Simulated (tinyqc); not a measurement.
Channel mobility from two channel lengths.

Question. Two power MOSFETs differ only in channel length: R_on = R_rest + Lc (Wp + a)/(2 mch Cox Vov), Cox = 3.9 eps0/tox. Find mch and R_rest.

Values chosen for this exercise: gate oxide thickness (eps_r 3.9) tox = 90 nm; gate overdrive Vov = 4 V; width of the p body in one cell, channels included Wp = 3.8 um; gap between neighbouring p bodies a = 4.4 um.

Constants: eps0 = 8.8541878128e-14 F/cm where lengths are in cm. Results are converted to the units shown.

R_on at Lc = 0.55 and 1.1 um (mohm cm^2): 4.3183236  5.2366472

Solution. R_on is a straight line in Lc; its slope gives mch and its intercept the rest.

mch = 160 cm^2/(V s)
R_rest = 3.40 mohm cm^2

Numbers from tinyqc (`OMP_NUM_THREADS=1 python tinyqc.py 2230065 2230066 out.jsonl`; about 0.01 s on one thread of a shared Intel Xeon 2.30GHz).
